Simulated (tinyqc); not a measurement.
Inside a calculation. Method: Hubbard chain of 6 sites. Computed by tinyqc, a small Python program that keeps every step. Settings: hopping = 1.09, U = 6.4, mixing = 1, iteration cap = 85. Command: `OMP_NUM_THREADS=1 python tinyqc.py 27543 27544 out.jsonl` (the two numbers bound the seeds that draw the settings). One thread of a shared host (Intel(R) Xeon(R) Processor @ 2.60GHz), about 0.2 s of CPU time with the checks.

one-body matrix (hopping and site energies) (eV), order 1, 2, 3, 4, 5, 6:
```
[[0.0000, -1.0900, 0.0000, 0.0000, 0.0000, 0.0000],
 [-1.0900, 0.0000, -1.0900, 0.0000, 0.0000, 0.0000],
 [0.0000, -1.0900, 0.0000, -1.0900, 0.0000, 0.0000],
 [0.0000, 0.0000, -1.0900, 0.0000, -1.0900, 0.0000],
 [0.0000, 0.0000, 0.0000, -1.0900, 0.0000, -1.0900],
 [0.0000, 0.0000, 0.0000, 0.0000, -1.0900, 0.0000]]
```

U = 6.4000 eV

electrons, up and down: [3, 3]

n(up) at the start (a guess, not normalised): [0.5000, 0.5000, 0.5000, 0.5000, 0.5000, 0.5000]

n(down) at the start (a guess): [0.5000, 0.5000, 0.5000, 0.5000, 0.5000, 0.5000]

Each step fills the lowest levels of T + U n(other spin) and sets n(new) = n + mixing (n(out) - n); stop when output and input agree to 1e-8.

Course of the cycle:
```
iteration    E (eV)  largest |n(out) - n(in)|  mean |n_up - n_down|
1          1.983169                  1.67e-16                0.0000
```

Can the last value be used, and what does the course show?

No, though the log alone does not show it. Converged in 1 iterations. But random starts reach -1.81280 eV, so this is another stationary point, not the lowest one. Reruns (cap 100 unless said): mixing 0.2: converged in 1 to a higher stationary point (E = 1.98317); mixing 0.5: converged in 1 to a higher stationary point (E = 1.98317); mixing 0.9: converged in 1 to a higher stationary point (E = 1.98317). Before convergence this energy mixes input and output and is not variational, so it may rise towards its limit.
